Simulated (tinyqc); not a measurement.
Magnetoresistance against angle.

Conductance G = G0 (1 + P1 P2 cos(phi)) at low bias, phi the angle between the magnetisations, normalised to Rp = RA/area at phi = 0.

Parameters, values chosen for the exercise:
```
symbol  value      unit                                   meaning
Dm         37        nm                                  diameter
P1       0.65            spin polarisation of the reference layer
P2       0.54                 spin polarisation of the free layer
RA        4.5  ohm um^2   resistance-area product, parallel state
```

Magnetoresistance against angle:
```
phi (degree),R (kohm),R/Rp - 1 (%),share of the full TMR (%)
0,4.1852,0,0
20,4.2518,1.5918,1.4716
45,4.5299,8.2363,7.6145
70,5.0482,20.620,19.063
90,5.6542,35.100,32.450
110,6.4256,53.531,49.490
135,7.5209,79.701,73.683
160,8.4371,101.59,93.921
180,8.7122,108.17,100.00
```

R rises from 4.19 to 8.71 kohm, TMR0 = 108 %. It is the conductance that follows cos(phi), so at 90 degrees R has covered only (1 - P1 P2)/2 = 32.4 % of its range.

tinyqc, about 0.01 s, one thread, Intel Xeon 2.30GHz (shared host): `OMP_NUM_THREADS=1 python tinyqc.py 2450111 2450112 out.jsonl`
